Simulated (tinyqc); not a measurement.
Coherent transport through a tight-binding region between two chains, step by step. One step of it, computed by the program tinyqc.

Task: Transmission at E = 0.24 eV. Surface Green function g = (E - i sqrt(4 t^2 - E^2)) / (2 t^2); self-energy tc^2 g on each contact site; G = (E - H - Sigma)^(-1); Gamma = -2 Im Sigma; T = Gamma_L Gamma_R |G_LR|^2; local density of states -Im G_ii / pi.

H of the central region (eV):
$$\begin{pmatrix}
0.000000 & -1.310000 & 0.000000 & 0.000000 & 0.000000 \\
-1.310000 & 0.520000 & -1.310000 & 0.000000 & 0.000000 \\
0.000000 & -1.310000 & 0.520000 & -1.310000 & 0.000000 \\
0.000000 & 0.000000 & -1.310000 & 0.520000 & -1.310000 \\
0.000000 & 0.000000 & 0.000000 & -1.310000 & 0.000000
\end{pmatrix}$$

Leads: semi-infinite chains with site energy 0:
```
parameter                           value
lead hopping t (eV)              1.050000
coupling to the left lead (eV)   0.600000
coupling to the right lead (eV)  0.300000
left contact site                       1
right contact site                      5
```

E = 0.240000 eV

Give: g; G; local density of states; transmission.

Result:

g = 0.1088-0.9461i 1/eV

G (1/eV):
$$\begin{pmatrix}
0.7278-2.1250i & 0.0993+0.1365i & -0.7066+2.1542i & -0.2503+0.3239i & 0.6531-2.0849i \\
0.0993+0.1365i & 0.0203-0.0467i & 0.6684-0.1465i & 0.1226+0.0154i & -0.6422+0.1498i \\
-0.7066+2.1542i & 0.6684-0.1465i & 0.8495-2.1855i & 0.2765-0.3206i & -0.7904+2.1170i \\
-0.2503+0.3239i & 0.1226+0.0154i & 0.2765-0.3206i & -0.0635-0.0840i & 0.4733+0.3027i \\
0.6531-2.0849i & -0.6422+0.1498i & -0.7904+2.1170i & 0.4733+0.3027i & 0.8916-2.0523i
\end{pmatrix}$$

local density of states (1/eV): [0.6764, 0.0149, 0.6957, 0.0267, 0.6533]

transmission = 0.5538
